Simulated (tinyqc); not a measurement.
Mirror strength against the number of periods: longitudinal sound in a periodic multilayer: transfer matrices, stop bands and folded phonons. Computed by tinyqc, a small Python program. Command: `OMP_NUM_THREADS=1 python tinyqc.py 3002229 3002230 out.jsonl multilayer walk`. One thread of a shared host (Intel(R) Xeon(R) Processor @ 2.30GHz), about 0.01 s of CPU time with the checks.

Layers 1 and 2 repeat with period d = d_1 + d_2; waves travel normal to the layers, without loss. State vector (u, s): displacement u and stress divided by omega. Impedances Z = rho v are in 1e6 kg/(m^2 s).

Inputs (values chosen for the exercise, modelled on silica (layer 1), aluminium nitride (layer 2) and gallium arsenide (substrate)):
```
quantity            value    unit
density rho_1        2.16  g/cm^3
velocity v_1         5900     m/s
thickness d_1        6.11      nm
density rho_2        3.23  g/cm^3
velocity v_2        10800     m/s
thickness d_2        11.3      nm
substrate density    5.31  g/cm^3
substrate velocity   4770     m/s
frequency f           105     GHz
```

Method:
- Z = rho v; interface reflection r = (Z_2 - Z_1)/(Z_2 + Z_1) (stress amplitude, from 1 into 2); Bragg frequency f_B = 1/[2 (d_1/v_1 + d_2/v_2)]; long-wave velocity v_eff = d/sqrt[(d_1/v_1)^2 + (d_2/v_2)^2 + (Z_1/Z_2 + Z_2/Z_1)(d_1/v_1)(d_2/v_2)].
- A layer maps (u, s) by [[cos p, sin p/Z], [-Z sin p, cos p]], p = 2 pi f d_i/v_i; one period is M = M_2 M_1, and cos(q d) = trace(M)/2.
- For N periods A = M^N. A wave comes from a thick layer of material 1 and leaves into the substrate (Z_s): transmitted power T = 4 Z_1 Z_s/|Z_1 A_22 + Z_s A_11 - i (Z_1 Z_s A_12 - A_21)|^2, reflected power R = 1 - T.

Bragg frequency f_B = 240.166 GHz

Z_2 = 34.884

Z_1 = 12.744

Z of the substrate = 25.3287

trace(M)/2 = -0.0255872

Transmitted power:
```
N     T at f_B  T at f_B (dB)   T at f
1      0.66279        -1.7862  0.78173
2      0.13210        -8.7910  0.87629
3     0.018725        -17.276  0.79343
4    0.0025197        -25.987  0.86180
6   4.4942e-05        -43.473  0.84744
8   8.0064e-07        -60.966  0.83336
12  2.5408e-10        -95.950  0.80659
16  8.0634e-14        -130.93  0.78236
24  8.1209e-21        -200.90  0.74383
```

What follows from these numbers?

At f_B each further period removes 8.75 dB at large N, which is 20 log10 of the impedance ratio, 8.75 dB, as for a quarter-wave stack; 99 % reflection needs N = 4 among these rows. At f, in a pass band, T does not decay with N. Values below about 1e-6 belong to the ideal stack: roughness and scattering into other modes, left out here, set a floor in a real one.
